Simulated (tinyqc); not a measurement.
Charge neutrality of a doped semiconductor with incomplete ionisation: one step, computed by the program tinyqc. Command: `OMP_NUM_THREADS=1 python tinyqc.py 3028548 3028549 out.jsonl dopant walk`. One thread of a shared host (Intel(R) Xeon(R) Processor @ 2.30GHz), about 0.04 s of CPU time with the checks.

Energies are counted from the top of the valence band; E_D is measured down from the conduction band and E_A up from the valence band.

Task: The closed form for the extrinsic range. With Boltzmann statistics, no holes and every acceptor ionised, n (n + N_A) = n1 (N_D - N_A - n) with n1 = (N_c/g_D) exp(-E_D/k_B T). Take the positive root.

Inputs (values chosen for the exercise, modelled on GaSb):

| quantity | value | unit |
|---|---|---|
| donor density N_D | 2e+13 | cm^-3 |
| acceptor density N_A | 8.3e+12 | cm^-3 |
| donor depth E_D | 0.00241 | eV |
| donor degeneracy g_D | 2 | - |
| temperature T | 77 | K |

Doping: n-type, compensated. Statistics of the bands: Fermi-Dirac.

N_c = 2.436247e+16 cm^-3

k_B T = 0.006635347 eV

Give: n1; n from the quadratic.

Result:

n1 = 8.471e+15 cm^-3

n from the quadratic = 1.167e+13 cm^-3
